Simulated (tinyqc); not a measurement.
# Worked calculation: valence-band offset from core levels (Kraut method), with the dipole against the affinity rule

Computed by the program tinyqc: `OMP_NUM_THREADS=1 python tinyqc.py 2410060 2410061 out.jsonl`, one thread of a shared Intel Xeon 2.30GHz, about 0.01 s for the whole run. Printed values are rounded.

Binding energies are counted downwards from the Fermi level. dEv > 0 means that the valence edge of B lies below that of A, dEc > 0 that the conduction edge of B lies above that of A; dEc + dEv = EgB - EgA. The spectra are made-up values treated as data.

Inputs (values chosen for the exercise); gaps and affinities close to those of In0.53Ga0.47As (A) and zirconium oxide (B): gap of the substrate A EgA = 0.74 eV; gap of the overlayer B EgB = 5.83 eV; electron affinity of A chiA = 4.54 eV; electron affinity of B chiB = 2.47 eV; core level of bare A cA = 34.21 eV; core level of thick B cB = 39.23 eV; valence-band maximum of thick B vB = 3.3 eV; relative permittivity inside the dipole layer ei = 7; thickness of the dipole layer dd = 0.22 nm; core level of A under a thin film of B iA = 34.5 eV; core level of B in that thin film iB = 40.05 eV; background counts in the gap bg = 32.

Constants: q = 1.602176634e-19 C, eps0 = 8.8541878128e-14 F/cm where lengths are in cm. Results are converted to the units shown.

## Valence-band maximum of bare A

```
point,binding energy (eV),counts on the leading edge
0,0.51,430
1,0.63,623
2,0.75,814
3,0.87,1004
4,0.99,1208
5,1.11,1414
```

Fit a straight line to the leading edge by least squares; the maximum vA lies where it meets the background.

slope = 1634.52 counts/eV
intercept = -408.464 counts
vA = 0.269476 eV

## Offsets

dEv = (iB - iA) - (cB - vB) + (cA - vA), dEc = EgB - EgA - dEv.

cA - vA = 33.9405 eV
cB - vB = 35.93 eV
iB - iA = 5.55 eV
dEv = 3.56052 eV
dEc = 1.52948 eV

The alignment is type I (straddling). Both offsets exceed 1 eV, the usual requirement for a gate dielectric. A rigid shift of all levels, by charging or doping, cancels in the differences.

## Interface dipole

The affinity rule gives dEc(0) = chiA - chiB; the dipole step is D = dEc - dEc(0), and two sheets of opposite charge dd apart hold N = eps0 ei |D|/(q dd).

dEc(0) = 2.07 eV
D = -0.540524 eV
N = 9.50449e13 cm^-2
field in the dipole layer = 24.5693 MV/cm

N is 0.14 elementary charges for each of about 7e14 surface atoms per cm^2.
